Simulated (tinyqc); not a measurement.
# Doping and thickness from pinch-off voltage and conductance

Inverse problem. A uniform channel has Vp = q Nd a^2/(2 eps0 eps_r) and G0 = q mu Nd a W/L. Find a and Nd.

Parameters, values chosen for the exercise; material values close to those of silicon: relative permittivity of the semiconductor eps_r = 11.6; low-field mobility at this doping mu = 580 cm^2/(V s); gate length L = 2 um; gate width W = 50 um.

Constants: q = 1.602176634e-19 C, eps0 = 8.8541878128e-14 F/cm where lengths are in cm. Results are converted to the units shown.

Vp = 1.3342973 V
G0 = 5.5198189 mS

Solution. G0 gives the product Nd a and Vp gives Nd a^2; their ratio is a.

a = 72.00 nm
Nd = 3.300e17 cm^-3

Program tinyqc, `OMP_NUM_THREADS=1 python tinyqc.py 2500141 2500142 out.jsonl`; Intel Xeon 2.30GHz, shared host, one thread, about 0.07 s.
